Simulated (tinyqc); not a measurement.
The liquidus: liquidus of a compound AB in a simple-solution melt, liquid-phase epitaxy and vapour pressures. Computed by tinyqc, a small Python program. Command: `OMP_NUM_THREADS=1 python tinyqc.py 3029486 3029487 out.jsonl liq35 walk`. One thread of a shared host (Intel(R) Xeon(R) Processor @ 2.30GHz), about 0.05 s of CPU time with the checks.

x is the atom fraction of B in the melt. The melt is a simple solution: R T ln gamma_B = W (1 - x)^2, R T ln gamma_A = W x^2, W = a + b T. The solid AB is stoichiometric.

Inputs (values chosen for the exercise, modelled on InAs for the melt): melting point T_F = 1215 K; entropy of fusion S_F = 60.5 J/(mol K); interaction a = 16.8 kJ/mol; interaction slope b = -41.5 J/(mol K).

Constants: R = 8.314462618 J/(mol K).

Method. Liquidus (Vieland): f(x) = R T ln[4 x (1 - x)] + 2 W (1/2 - x)^2 + S_F (T_F - T) = 0.

Solubility; ideal: W = 0; dilute: (1/4) exp[-(S_F (T_F - T) + W/2)/(R T)]:
```
T (K)           x       ideal      dilute  W (kJ/mol)
608    4.0253e-04  1.7502e-04  4.0290e-04     -8.4320
705    3.6998e-03  1.2955e-03  3.7443e-03    -12.4575
802    1.8874e-02  5.9316e-03  2.0293e-02    -16.4830
899    5.9691e-02  1.9761e-02  7.6373e-02    -20.5085
996    1.3040e-01  5.3320e-02  2.2203e-01    -24.5340
1094   2.2975e-01  1.2824e-01  5.3852e-01    -28.6010
1166   3.3144e-01  2.4336e-01  9.3905e-01    -31.5890
1203   4.1756e-01  3.6770e-01  1.2177e+00    -33.1245
```

What follows from these numbers?

x over the ideal value is 2.30 in the first row and 1.14 in the last, and lies between 1.14 and 3.18: W > 0 lowers the solubility and W < 0 raises it, by about exp(-W/(2 R T)) when dilute. The dilute form is within 5 % in 2 of the eight rows. Near T_F the liquidus closes as a parabola about x = 1/2.

Extremes, crossings and ranges named in words are read from the listed rows.
